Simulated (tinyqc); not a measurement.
Bandgap voltage reference from two bipolar transistors: one step of the calculation.

Two transistors of area 1 and N carry the same current I. Is(T) = Is (T/T0)^eta exp[(Vg0 q/kB)(1/T0 - 1/T)], VBE1 = Vt ln(I/Is(T)) + I rb, VBE2 = Vt ln(I/(N Is(T))) + I rb/N. The amplifier forces I R1(T) = VBE1 - VBE2 + Vos, with R(T) = R (1 + tc (T - T0)) for both resistors, and the output is Vref = VBE1 + I R2(T). Base currents and the Early effect are neglected.

Task. Resistor for zero slope at T0, ideal case. With tc = 0, Vos = 0 and rb = 0 the current is proportional to T, dVBE/dT = (VBE - Vg0 - (eta - 1) Vt)/T, and Vref has zero slope at T0 when Vref = Vg0 + (eta - 1) Vt0. Find VBE1, its slope, that Vref, R2/R1 and the curvature d2Vref/dT2 = -(eta - 1) kB/(q T0).

Parameters, values chosen for the exercise; values of the order met in silicon bipolar transistors:
- T0 = 298 K (reference temperature)
- Vg0 = 1.15 V (band-gap voltage extrapolated to 0 K)
- eta = 4.4 (temperature exponent of the saturation current)
- Is = 2.6e-18 A (saturation current of the unit transistor at T0)
- N = 8 (area ratio of the second transistor)
- R1 = 6.7 kohm (resistor across which the difference of VBE falls, at T0)

Constants: q = 1.602176634e-19 C, kB = 1.380649e-23 J/K. Results are converted to the units shown.

Find: VBE1; dVBE/dT; Vref; R2/R1; curvature.

Result.

VBE1 = 0.73832 V
dVBE/dT = -1.6745 mV/K
Vref = 1.2373 V
R2/R1 = 9.3445
curvature = -0.98319 uV/K^2

Computed by the program tinyqc: `OMP_NUM_THREADS=1 python tinyqc.py 2062140 2062141 out.jsonl`, one thread of a shared Intel Xeon 2.30GHz, about 0.03 s for the whole run.
